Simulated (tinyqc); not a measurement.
Dose and depth of a threshold implant.

Problem. A sheet of D acceptors per cm^2 lies at depth xi inside the depleted layer of a body doped Na. In the depletion approximation VT = Vfb + f2 + q D/Cox + gamma sqrt(f2 + Vsb - q D xi/(eps0 eps_r)), gamma = sqrt(2 eps0 eps_r q Na)/Cox, Cox = eps0 eox/tox. Find gamma, D and xi.

Values chosen for this exercise; band and dielectric values close to those of 4H silicon carbide:
- eps_r = 9.75 (relative permittivity)
- Na = 3.4e16 cm^-3 (acceptor density deep in the body)
- eox = 3.9 (relative permittivity of the gate insulator (close to silicon dioxide))
- tox = 8.1 nm (insulator thickness)
- Vfb = -0.41 V (flat-band voltage)
- f2 = 2.889 V (band bending 2 phiF at threshold)

Constants: q = 1.602176634e-19 C, eps0 = 8.8541878128e-14 F/cm where lengths are in cm. Results are converted to the units shown.

VT against the source at Vsb = 0 and 1.8 V (V): [3.4729520, 3.6071749]

Answer. With y^2 = f2 - q D xi/(eps0 eps_r) and d the difference of the thresholds over gamma, sqrt(y^2 + Vsb) - y = d gives y = (Vsb - d^2)/(2 d). The first threshold then gives D, and y^2 gives xi.

gamma = 0.2275 V^0.5
D = 1.900e12 cm^-2
xi = 39.00 nm

tinyqc, about 0.6 s, one thread, Intel Xeon 2.30GHz (shared host): `OMP_NUM_THREADS=1 python tinyqc.py 2080141 2080142 out.jsonl`
